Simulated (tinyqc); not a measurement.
Worked calculation: lattice vibrations of a chain. Computed by tinyqc, a small Python program that keeps every step. Command: `OMP_NUM_THREADS=1 python tinyqc.py 31047 31048 out.jsonl` (the two numbers bound the seeds that draw the settings). One thread of a shared host (Intel(R) Xeon(R) Processor @ 2.60GHz), about 0.01 s of CPU time with the checks.

## Dynamical matrix at q = 0.18

A chain moving along its axis:
```
atom                mass (u)  spring to the next atom (eV/angstrom^2)
1                  47.000000                                11.400000
2                  69.500000                                25.600000
second neighbours          -                                 2.000000
```

q is in units of 2 pi/a. A spring k from atom i to atom j, n cells on, adds k to Phi_ii and Phi_jj, -k exp(2 pi i q n) to Phi_ij and the conjugate to Phi_ji (for one atom a cell: 2k (1 - cos 2 pi q n)); D_ij = Phi_ij / sqrt(m_i m_j).

D(q) (eV/(angstrom^2 u)):
```
                     1                    2
1             0.836104  -0.390178+0.405288i
2  -0.390178-0.405288i             0.565423
```

## Frequencies

omega^2 are the eigenvalues; wavenumber = 521.4708 sqrt(eigenvalue) 1/cm.

eigenvalues: 0.122132  1.279395

wavenumbers (1/cm): 182.2  589.8

weights |e|^2 of the mass-weighted modes:
```
          mode 1    mode 2
atom 1  0.383051  0.616949
atom 2  0.616949  0.383051
```

## Dispersion and heat capacity

C/k_B per atom = mean over q = (j + 1/2)/80, j = 0..39 and all branches of y^2 e^y/(e^y - 1)^2, y = hc wavenumber / k_B T.

Wavenumbers (1/cm):
```
q           branch 1    branch 2
0.000000    0.000000  599.035437
0.062500   65.157324  597.955673
0.125000  128.771173  594.662851
0.187500  189.285951  589.035137
0.250000  245.082292  581.009476
0.312500  294.321267  570.839829
0.375000  334.570831  559.581201
0.437500  362.168600  549.829178
0.500000  372.271276  545.752073
```

Heat capacity:
```
T (K)  C/k_B per atom
20           0.043883
50           0.112808
100          0.246841
200          0.530717
300          0.718733
600          0.912292
1200         0.976681
```

zero-point energy per atom = 24.898982 meV
